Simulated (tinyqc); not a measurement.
# Changing the spread sigma_f

Model: hydrogen passivation of interface dangling bonds: competing passivation and dissociation with distributed barriers. Computed by tinyqc, a small Python program. Command: `OMP_NUM_THREADS=1 python tinyqc.py 3020949 3020950 out.jsonl passiv sweep`. One thread of a shared host (Intel(R) Xeon(R) Processor @ 2.30GHz), about 0.1 s of CPU time with the checks.

P_b + H2 gives P_bH + H at the rate k_f [H2]; P_bH gives P_b + H at the rate k_d. All defects start unpassivated. E_f and E_d are Gaussian and independent.

Inputs (values chosen for the exercise, close to those used for P_b centres at the silicon-oxide interface):

| quantity | value | unit |
|---|---|---|
| defect density N0 | 1.1e+12 | 1/cm^2 |
| passivation prefactor k_f0 | 3.8e-08 | cm^3/s |
| mean passivation barrier E_f | 1.58 | eV |
| dissociation prefactor k_d0 | 1.1e+13 | 1/s |
| mean dissociation barrier E_d | 2.74 | eV |
| spread sigma_d | 0.047 | eV |
| H2 in the oxide per atm, solubility factor | 3.8e+17 | 1/(cm^3 atm) |
| hydrogen pressure p | 1 | atm |
| anneal temperature T | 375 | C |
| anneal time t | 290 | s |
| oxide thickness | 22 | nm |

Constants: k_B = 8.617333262e-05 eV/K; e = 1.602176634e-19 C; eps_0 = 8.8541878128e-12 F/m.

Method:
- [H2] = solubility factor x p; a = k_f0 [H2] exp(-E_f/(k_B T)), d = k_d0 exp(-E_d/(k_B T)). For one pair of barriers the active share is y = [d + a exp(-(a + d) t)]/(a + d).
- Temperatures in kelvin are T(C) + 273.15.
- Average y over both Gaussians with 40 x 40 Gauss-Hermite points.
- Active density N0 y; threshold shift if each active defect holds one charge, e N0 y t_ox/(3.9 eps_0).
- Minimise the averaged y over T between 150 and 900 C: find where ln y is equal at T - 0.05 and T + 0.05 C; T is rounded to 0.1 C.

One run for each value:

| spread sigma_f (eV) | active share y | best temperature (C) | least active share |
|---|---|---|---|
| 0.005 | 0.1153 | 424.5 | 4.536e-06 |
| 0.020 | 0.1310 | 437.4 | 6.839e-06 |
| 0.040 | 0.1679 | 462.1 | 1.516e-05 |
| 0.060 | 0.2075 | 487.5 | 3.516e-05 |
| 0.080 | 0.2429 | 511.3 | 8.038e-05 |
| 0.130 | 0.3087 | 559.7 | 5.496e-04 |
| 0.160 | 0.3362 | 579.4 | 1.513e-03 |

Give the missing row, spread sigma_f (eV) = 0.100.

Computed row:
```
spread sigma_f (eV)  active share y  best temperature (C)  least active share
0.100                        0.2729                 532.8           1.784e-04
```

Interpolating between the two neighbouring rows (the first column on a logarithmic scale, the others too where they are positive) misses most in least active share, by 9.0 %. Over the rows, active share y rises from 0.115 to 0.336 (exponent d ln y / d ln x 0.092 between the first rows and 0.41 between the last); best temperature (C) rises from 424 to 579 (exponent d ln y / d ln x 0.022 between the first rows and 0.17 between the last); least active share rises from 4.54e-6 to 0.00151 (exponent d ln y / d ln x 0.30 between the first rows and 4.9 between the last). The hardest defects set the temperature needed, and a hotter anneal has a higher dissociation floor.

Caution (rows 0.00500, 0.0200, 0.0400, 0.0600, 0.0800, 0.100, 0.130): a least active share below 1e-3 is a property of the model; measured passivation levels off well above it. Caution (all rows): atomic hydrogen, which both passivates and depassivates, and further passivation during cooling are left out.

Extremes, crossings and ranges named in words are read from the listed rows.
